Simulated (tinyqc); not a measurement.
Comparisons within one model: strained quantum well: band edges, subbands and transparency. A value that a table varies takes the place of the one given here.

Growth on (001), barriers unstrained: tr(e) = e (2 - nu2), Z = b e (1 + nu2); Ec = Ev + Eg + ac tr(e), E_HH = Ev + av tr(e) + Z, E_LH = Ev + av tr(e) - Z (coupling to the split-off band left out).

Masses along z: me, 1/(g1 - 2 g2) for HH, 1/(g1 + 2 g2) for LH, likewise in the barrier; in the plane me, 1/(g1 + g2) for HH and 1/(g1 - g2) for LH (no mixing, which understates the hole masses away from k = 0). Level n solves k L + 2 atan[(k/m)/(kappa/mb)] = n pi, k = sqrt(m E/c), kappa = sqrt(mb (V - E)/c), c = hbar^2/2m0.

Transparency (Bernard-Duraffourg): Fc - Fv equals the lowest transition energy with n = p, n = sum m/(2 pi c) kB T ln(1 + exp((Fc - E)/kB T)) and p likewise over the listed subbands; c = hbar^2/2m0, 1/angstrom^2 = 1e16/cm^2.

Constants: hbar^2/2m0 = 3.80998211 eV angstrom^2; kB = 8.617333262e-05 eV/K; hc = 1239.841984 eV nm.

Parameters, chosen for this exercise (near those of an InGaAs/InP well; not measured data): nu2 = 1.026 (2 C12/C11); Eg = 0.555 eV (unstrained gap of the well); Ev = -0.573 eV (its valence edge); ac = -5.71 eV; av = 1.05 eV (Ev moves by av tr(e)); b = -1.86 eV (shear potential); Egb = 1.345 eV (gap of the barrier); Evb = -0.94 eV (its valence edge); L = 62 angstrom (well width); me = 0.0364 m0 (electron mass); g1 = 16.09 (gamma1); g2 = 6.57 (gamma2); meb = 0.08 m0; g1b = 5.08; g2b = 1.6; T = 250 K (temperature); es = (-0.02, -0.014, -0.008, -0.003, 0, 0.003, 0.007, 0.012) (strains); e = -0.0112 (strain in the plane); Ls = (30, 40, 55, 70, 90, 120) angstrom (widths).

## Strain as a design knob

Only the strain is changed; the unstrained gap and the masses are kept.

Results:
```
e (%)  wavelength (nm)  top hole  hh1 - lh1 (meV)  n_tr (1e12/cm^2)  share in top
-2.0              1744       hh1              197             0.260          0.92
-1.4              1778       hh1              155             0.260          0.92
-0.8              1814       hh1              113             0.262          0.90
-0.3              1845       hh1               78             0.270          0.85
0.0               1865       hh1               56             0.284          0.76
0.3               1885       hh1               35             0.316          0.60
0.7               1913       hh1                7             0.401          0.34
1.2               2042       lh1              -29             0.390          0.88
```

n_tr is largest at e = +0.7 % (0.40), where hh1 - lh1 = 7 meV and the top subband holds 34 % of the holes, and smallest, 0.26, at -2.0, -1.4 and -0.8 %. The top hole level turns from hh to lh, and the light from TE to TM, between +0.7 and +1.2 %. The wavelength runs from 1744 to 2042 nm.

## Width of the well

All levels anew.

Results:
```
L (angstrom)  wavelength (nm)  top hole  hh1 - lh1 (meV)  n_tr (1e12/cm^2)  share in top  n_tr/L (1e18/cm^3)
30                       1513       hh1              166             0.250          1.00                0.83
40                       1631       hh1              155             0.251          0.99                0.63
55                       1752       hh1              141             0.256          0.95                0.47
70                       1834       hh1              130             0.267          0.87                0.38
90                       1906       hh1              120             0.286          0.75                0.32
120                      1972       hh1              110             0.316          0.61                0.26
```

The wavelength tunes by 459 nm. The sheet density at transparency changes from 0.25 to 0.32, the top hole subband holding 1.00 and 0.61 of the holes at the ends, while the volume density falls by a factor 3.2. Critical thickness and carrier escape are left out.

## What each parameter does

Edge wavelength, hh1 - lh1 and n_tr. Each row changes one parameter from the base and keeps the others.

Results:
```
case             wavelength (nm)  hh1 - lh1 (meV)  n_tr (1e12/cm^2)
base                      1794.4            135.3             0.261
L = 54 angstrom           1745.8            141.6             0.256
e = -0.0132               1782.6            149.3             0.260
Eg = 0.535 eV             1842.6            135.3             0.261
b = -2.14 eV              1810.9            147.3             0.260
ac = -5.14 eV             1809.1            135.3             0.261
me = 0.04 m0              1799.9            135.3             0.274
g1 = 17.06                1784.7            132.0             0.251
T = 290 K                 1794.4            135.3             0.309
```

The largest shifts from the base row, up to three for each result and ties (the steps differ in size, so this ranks the rows, not the parameters). wavelength (nm): L -48.6, Eg +48.2, b +16.5; unchanged at the printed digits by T. hh1 - lh1 (meV): e +14.0, b +12.0, L +6.3; unchanged at the printed digits by Eg, ac, me and T. n_tr (1e12/cm^2): T +0.048, me +0.013, g1 -0.009; unchanged at the printed digits by Eg and ac.

Run: tinyqc, `OMP_NUM_THREADS=1 python tinyqc.py 1250267 1250268 out.jsonl`; Intel(R) Xeon(R) Processor @ 2.30GHz, one thread, shared host; about 0.01 s of CPU time with all checks.
